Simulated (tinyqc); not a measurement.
From results back to parameters: static screening by free carriers. Three cases, with inputs chosen for the exercise.

Problem. At zero temperature the gas shows Friedel oscillations of period pi/kF and a Thomas-Fermi length 1/qTF; n and m are hidden.

kF = (3 pi^2 n/Mv)^(1/3), EF = c kF^2/m with c = hbar^2/2m0, n in 1/angstrom^3 (1e-24 per 1/cm^3), e2 = e^2/(4 pi eps0). Thomas-Fermi: qTF^2 = 6 pi e2 n/(eps EF). Debye: qD^2 = 4 pi e2 n/(eps kB T).

Constants: hbar^2/2m0 = 3.80998211 eV angstrom^2; e^2/(4 pi eps0) = 14.39964547 eV angstrom.

Find: kF; n; m.

Method. kF = pi/period and n = Mv kF^3/(3 pi^2); qTF^2 = 2 e2 Mv m kF/(pi eps c) then gives m.

Case 1.

Values chosen (out of a larger set: a free-electron density near that of Al; not measured data): Mv = 1 (valleys); eps = 1 (background dielectric constant).

period = 1.79522 angstrom
1/qTF = 0.487336 angstrom

Solution.

kF = 1.750 1/angstrom
n = 1.81e+23 1/cm^3
m = 1.000 m0

Case 2.

Values chosen (out of a larger set: a free-electron density near that of Na; not measured data): Mv = 1 (valleys); eps = 1 (background dielectric constant).

period = 3.38080 angstrom
1/qTF = 0.668776 angstrom

Solution.

kF = 0.9292 1/angstrom
n = 2.71e+22 1/cm^3
m = 1.000 m0

Case 3.

Values chosen (out of a larger set: near those of Si; not measured data): Mv = 6 (valleys); eps = 12 (background dielectric constant).

period = 50.4268 angstrom
1/qTF = 6.46322 angstrom

Solution.

kF = 0.06230 1/angstrom
n = 4.90e+19 1/cm^3
m = 0.319 m0

Computed by tinyqc, one run a case: `OMP_NUM_THREADS=1 python tinyqc.py N N+1 out.jsonl` with N = 1652007, 1652023, 1652039; one thread of a shared Intel(R) Xeon(R) Processor @ 2.30GHz, about 0.01 s a run at most.
